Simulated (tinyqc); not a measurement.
KAI against NLS in time: switching kinetics of a ferroelectric film and the memory window of a ferroelectric gate stack. Computed by tinyqc, a small Python program. Command: `OMP_NUM_THREADS=1 python tinyqc.py 3008273 3008274 out.jsonl feswitch walk`. One thread of a shared host (Intel(R) Xeon(R) Processor @ 2.30GHz), about 0.01 s of CPU time with the checks.

Fields in MV/cm; 1 microcoulomb/cm^2 over eps_0 is 11.29409 MV/cm. In the stack (metal, ferroelectric, interlayer, channel) the channel is taken as a conductor.

Inputs (values chosen for the exercise, for a model film): dimension n = 3; half width w of log10 t = 1.1.

Method. KAI: 1 - exp[-(t/t1)^n]. NLS: the same kernel averaged over the Lorentzian F = (1/pi) w/[(z - log10 t1)^2 + w^2] in z = log10 tau.

Switched share:
```
log10(t/t1)     KAI      NLS
-3.0         0.0000  0.11521
-2.0         0.0000  0.16692
-1.0         0.0010  0.28156
-0.5         0.0311  0.38698
-0.2         0.2221  0.46682
0.0          0.6321  0.52307
0.2          0.9813  0.57811
0.5          1.0000  0.65242
1.0          1.0000  0.74544
2.0          1.0000  0.84461
3.0          1.0000  0.89062
```

What follows from these numbers?

KAI goes from 10 to 90 % within 0.45 decades of time; a Lorentzian of this width needs about 2 w tan(0.4 pi) = 6.8 decades. Three decades after t1, 10.9 % of the NLS film has not switched, and three decades before it 11.5 % already has: the tails set write margins and disturb errors.
